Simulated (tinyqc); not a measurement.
Lattice vibrations of a chain, step by step. One step of it, computed by the program tinyqc.

Task: Dynamical matrix at q = 0.25. q is in units of 2 pi/a. A spring k from atom i to atom j, n cells on, adds k to Phi_ii and Phi_jj, -k exp(2 pi i q n) to Phi_ij and the conjugate to Phi_ji (for one atom a cell: 2k (1 - cos 2 pi q n)); D_ij = Phi_ij / sqrt(m_i m_j).

A chain moving along its axis:
```
atom    mass (u)  spring to the next atom (eV/angstrom^2)
1      53.800000                                11.900000
2       5.200000                                20.500000
3     105.900000                                 2.400000
```

Give: D(q).

Result:

D(q) (eV/(angstrom^2 u)), lower triangle (Hermitian):
```
                1        2       3
1          0.2658
2         -0.7115   6.2308
3  0.0000-0.0318i  -0.8736  0.2162
```
